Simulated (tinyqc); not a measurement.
# Undoped symmetric double-gate MOSFET, analytic potential model: several studies

An undoped body of thickness ts between two equal insulators and tied gates; long channel, electrons only, n = ni exp((psi - V)/Vt) with V the quasi-Fermi potential (0 at the source, Vd at the drain), constant mobility, no quantisation. Across the body psi(x) = V - 2 Vt ln[(ts/(2 beta)) sqrt(q ni/(2 eps0 eps_r Vt)) cos(2 beta x/ts)], x from the centre. Q is the electron charge per area of the whole body.

Values chosen for this exercise; material values close to those of gallium arsenide: temperature T = 273 K; band gap Eg = 1.42 eV; relative permittivity of the semiconductor eps_r = 12.8; conduction-band density of states at T Nc = 3.74e17 cm^-3; valence-band density of states at T Nv = 7.83e18 cm^-3; relative permittivity of the gate insulator eox = 9.12; insulator thickness tox = 2.1 nm; body thickness ts = 5 nm; gate work function less that of the intrinsic body dphi = -0.19 V; channel mobility mu = 160 cm^2/(V s); gate length L = 0.5 um; drain voltage Vd = 1 V.

Constants: q = 1.602176634e-19 C, kB = 1.380649e-23 J/K, Vt = kB T/q, eps0 = 8.8541878128e-14 F/cm where lengths are in cm. Results are converted to the units shown.

Each table varies one quantity; the others keep the values above.

## Effect of the insulator thickness

ni = sqrt(Nc Nv) exp(-Eg/(2 Vt)), Eg in volts; r = eps_r tox/(eox ts); V0 = dphi + 2 Vt ln[(2/ts) sqrt(2 eps0 eps_r Vt/(q ni))]. beta (between 0 and pi/2) solves (Vg - V0 - V)/(2 Vt) = ln(beta) - ln(cos beta) + 2 r beta tan(beta). Q = 8 eps0 eps_r Vt beta tan(beta)/ts; I = mu (1/L)(4 eps0 eps_r/ts)(2 Vt)^2 [g(beta_s) - g(beta_d)] per width, g = beta tan(beta) - beta^2/2 + r beta^2 tan^2(beta), with beta_s at V = 0 and beta_d at V = Vd.  I(low) is taken at Vg = 0.3 V, Qs and I(high) at Vg = 1.05 V.

The same in every row: V0 (V) = 0.54671.

Effect of the insulator thickness:
```
tox (nm),I(low) (nA/um),Qs(high) (nC/cm^2),I(high) (uA/um)
0.7,0.089601,8376.6,605.55
1,0.089601,6102.5,453.90
1.5,0.089600,4249.2,325.74
2.1,0.089599,3141.8,246.51
3,0.089598,2277.5,182.81
4.4,0.089596,1609.0,132.06
6.3,0.089593,1159.4,96.993
```

What does the comparison show?

As tox goes from 0.7 to 6.3 nm, I(low) stays near 0.0896 nA/um and I(high) falls from 606 to 97.0 uA/um. On average I(low) is independent of tox and I(high) goes as tox^(-0.83). Below threshold no voltage drops over the insulator in this long-channel model, so its thickness does not matter there. In every row the surface density at the source at the higher gate voltage passes 0.3 Nc, where Boltzmann statistics fail. In every row the body is thin enough for quantum confinement, left out here, to raise the threshold.

## Transfer curve and volume inversion

Q = 8 eps0 eps_r Vt beta tan(beta)/ts; I = mu (1/L)(4 eps0 eps_r/ts)(2 Vt)^2 [g(beta_s) - g(beta_d)] per width, g = beta tan(beta) - beta^2/2 + r beta^2 tan^2(beta), with beta_s at V = 0 and beta_d at V = Vd. The drop is psi(surface) - psi(centre) at the source end; C = dQs/dVg, Cg = 2 eps0 eox/tox; gm = dI/dVg.

Result of one run:
```
Vg (V),Qs (nC/cm^2),drop (mV),C/Cg,I (uA/um),gm/I (1/V)
0.69,817.9,34.02,0.7310,22.60,11.58
```

What becomes of these results when the gate voltage Vg is changed from 0.69 to 0.42 V, all else the same?

Result of the changed run:
```
Vg (V),Qs (nC/cm^2),drop (mV),C/Cg,I (uA/um),gm/I (1/V)
0.42,1.927,0.1062,0.01051,0.01461,42.22
```

The whole series:
```
Vg (V),Qs (nC/cm^2),drop (mV),C/Cg,I (uA/um),gm/I (1/V)
0.25,0.001421,7.836e-5,7.854e-6,1.070e-5,42.51
0.34,0.06514,0.003592,3.599e-4,4.905e-4,42.50
0.42,1.927,0.1062,0.01051,0.01461,42.22
0.51,59.09,3.185,0.2310,0.5373,35.19
0.6,356.3,17.21,0.5834,5.928,19.23
0.69,817.9,34.02,0.7310,22.60,11.58
0.77,1290,47.12,0.7994,49.49,8.344
0.86,1861,59.49,0.8463,94.80,6.283
0.95,2458,69.81,0.8767,157.0,5.012
```

The current rises from 1.07e-5 to 157 uA/um. In the first row gm/I is 42.5 1/V, within 0.01 % of 1/Vt: with no depletion charge the whole body follows the gate, and the swing is ideal. The drop between surface and centre goes from 7.8e-5 to 69.8 mV and passes Vt at Vg = 0.69 V among the rows; below that the density varies across the body by less than a factor of e (volume inversion). C reaches 0.88 of Cg in the last row. For Vg = 0.51 to 0.95 V the surface density at the source passes 0.3 Nc, where Boltzmann statistics fail. In every row the body is thin enough for quantum confinement, left out here, to raise the threshold.

## Effect of the body thickness

Same model as above.

Effect of the body thickness:
```
ts (nm),V0 (V),I(low) (nA/um),Qs(high) (nC/cm^2),I(high) (uA/um)
1.7,0.59746,0.030465,3116.4,236.70
2.3,0.58324,0.041217,3127.4,240.13
3.3,0.56626,0.059137,3136.1,243.51
4.6,0.55063,0.082432,3140.9,245.98
6.4,0.53509,0.11469,3143.8,247.89
8.9,0.51958,0.15948,3145.4,249.35
12,0.50551,0.21502,3146.3,250.36
```

As ts goes from 1.7 to 12 nm, I(low) rises from 0.0305 to 0.215 nA/um and I(high) rises from 237 to 250 uA/um. On average I(low) goes as ts^(1.00) and I(high) goes as ts^(0.03). Below threshold the charge is proportional to the cross-section of the body; above it the insulator sets the charge. In every row the surface density at the source at the higher gate voltage passes 0.3 Nc, where Boltzmann statistics fail. For ts = 1.7 to 6.4 nm the body is thin enough for quantum confinement, left out here, to raise the threshold.

Computed by the program tinyqc: `OMP_NUM_THREADS=1 python tinyqc.py 2440092 2440093 out.jsonl`, one thread of a shared Intel Xeon 2.30GHz, about 0.01 s for the whole run.
